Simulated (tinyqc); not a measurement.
Inside a calculation: Stoner model of a band ferromagnet. Values are carried at full precision from step to step, so a last printed digit may differ when a step is redone from the rounded ones.

Density of states per atom and spin: flat with a rise to the top, D(e) = (M/W) [1 - sp + 4 sp (e/W + 1/2)^3]. Levels e -/+ I m/2 for up and down spin, m = n_up - n_down, n_up + n_down = nd. At zero temperature e(N) is the energy below which N states lie, and E(m) = sum over spins of integral e D de - I m^2/4.

Values chosen for the exercise:
```
symbol  value  unit  meaning
W       4.2    eV    band width, e from -W/2 to W/2
M       5            states per atom and spin
nd      3.11         electrons per atom
sp      0.46         shape parameter
I       0.98   eV    Stoner parameter
```

## The paramagnetic state and the Stoner criterion

Find EF from nd/2 states per spin, D(EF) and the product I D(EF); below 1 the susceptibility is enhanced by 1/(1 - I D).

EF = 0.0659 eV
D(EF) = 0.9432 1/eV
I D(EF) = 0.9244

The paramagnet is locally stable, with a susceptibility enhanced 13.22 times.

## Energy against moment

Tabulate the splitting that the band needs, e(n_up) - e(n_down), against I m, and E(m) - E(0), at nine moments up to saturation m_max = min(nd, 2M - nd).

Energy curve:
```
m      e(n_up) (eV)  e(n_down) (eV)  difference (eV)  I m (eV)  E - E(0) (meV)
0.000        0.0659          0.0659           0.0000    0.0000             0.0
0.389        0.2629         -0.1498           0.4126    0.3810             3.1
0.777        0.4429         -0.3852           0.8281    0.7620            12.5
1.166        0.6078         -0.6404           1.2482    1.1429            29.1
1.555        0.7595         -0.9134           1.6729    1.5239            53.7
1.944        0.8997         -1.2004           2.1002    1.9049            87.2
2.333        1.0298         -1.4968           2.5266    2.2858           129.6
2.721        1.1510         -1.7977           2.9488    2.6668           180.5
3.110        1.2645         -2.1000           3.3645    3.0478           238.8
```

dE/dm is half of (difference - I m), so E falls wherever I m exceeds the difference.

## The ground state

Take the lowest of E(0), the stationary points e(n_up) - e(n_down) = I m, and saturation.

m = 0.000 muB
exchange splitting I m = 0.000 eV
E - E(0) = 0.0 meV

n_up, n_down: 1.555  1.555

The ground state is not magnetic.

## Checks

- States in the band over M against 1: both 1.000000.

Program tinyqc; command `OMP_NUM_THREADS=1 python tinyqc.py 1650364 1650365 out.jsonl`; about 0.1 s on one thread of a shared Intel(R) Xeon(R) Processor @ 2.30GHz.
